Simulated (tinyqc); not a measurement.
Strain as a design knob: strained quantum well: band edges, subbands and transparency.

Growth on (001), barriers unstrained: tr(e) = e (2 - nu2), Z = b e (1 + nu2); Ec = Ev + Eg + ac tr(e), E_HH = Ev + av tr(e) + Z, E_LH = Ev + av tr(e) - Z (coupling to the split-off band left out).

Masses along z: me, 1/(g1 - 2 g2) for HH, 1/(g1 + 2 g2) for LH, likewise in the barrier; in the plane me, 1/(g1 + g2) for HH and 1/(g1 - g2) for LH (no mixing, which understates the hole masses away from k = 0). Level n solves k L + 2 atan[(k/m)/(kappa/mb)] = n pi, k = sqrt(m E/c), kappa = sqrt(mb (V - E)/c), c = hbar^2/2m0.

Transparency (Bernard-Duraffourg): Fc - Fv equals the lowest transition energy with n = p, n = sum m/(2 pi c) kB T ln(1 + exp((Fc - E)/kB T)) and p likewise over the listed subbands; c = hbar^2/2m0, 1/angstrom^2 = 1e16/cm^2.

Constants: hbar^2/2m0 = 3.80998211 eV angstrom^2; kB = 8.617333262e-05 eV/K; hc = 1239.841984 eV nm.

Values chosen for the exercise (near those of a GaAsP/AlGaAs well; shifted at random, so the results belong to these values and not to a real crystal): nu2 = 0.924 (2 C12/C11); Eg = 1.498 eV (unstrained gap of the well); Ev = -0.828 eV (its valence edge); ac = -7.23 eV; av = 1.19 eV (Ev moves by av tr(e)); b = -1.98 eV (shear potential); Egb = 1.924 eV (gap of the barrier); Evb = -1 eV (its valence edge); L = 98 angstrom (well width); me = 0.0708 m0 (electron mass); g1 = 6.8 (gamma1); g2 = 1.97 (gamma2); meb = 0.1 m0; g1b = 5.7; g2b = 1.6; T = 300 K (temperature); es = (-0.02, -0.014, -0.008, -0.003, 0, 0.003, 0.007, 0.012) (strains).

Only the strain is changed; the unstrained gap and the masses are kept.

Results:

| e (%) | wavelength (nm) | top hole | hh1 - lh1 (meV) | n_tr (1e12/cm^2) | share in top |
|---|---|---|---|---|---|
| -2.0 | 759 | hh1 | 161 | 0.878 | 0.65 |
| -1.4 | 772 | hh1 | 118 | 0.861 | 0.64 |
| -0.8 | 787 | hh1 | 74 | 0.877 | 0.59 |
| -0.3 | 799 | hh1 | 37 | 0.954 | 0.48 |
| 0.0 | 807 | hh1 | 15 | 1.062 | 0.37 |
| 0.7 | 847 | lh1 | -37 | 0.996 | 0.77 |
| 1.2 | 885 | lh1 | -74 | 0.935 | 0.89 |

Give the missing row, e (%) = 0.3.

Computed row:
```
e (%)  wavelength (nm)  top hole  hh1 - lh1 (meV)  n_tr (1e12/cm^2)  share in top
0.3                819       lh1               -7             1.123          0.58
```

n_tr is largest at e = +0.3 % (1.12), where hh1 - lh1 = -7 meV and the top subband holds 58 % of the holes, and smallest, 0.86, at -1.4 %. The top hole level turns from hh to lh, and the light from TE to TM, between 0.0 and +0.3 %. The wavelength runs from 759 to 885 nm.

tinyqc: `OMP_NUM_THREADS=1 python tinyqc.py 1252179 1252180 out.jsonl`; about 0.01 s, one thread, shared Intel(R) Xeon(R) Processor @ 2.30GHz.
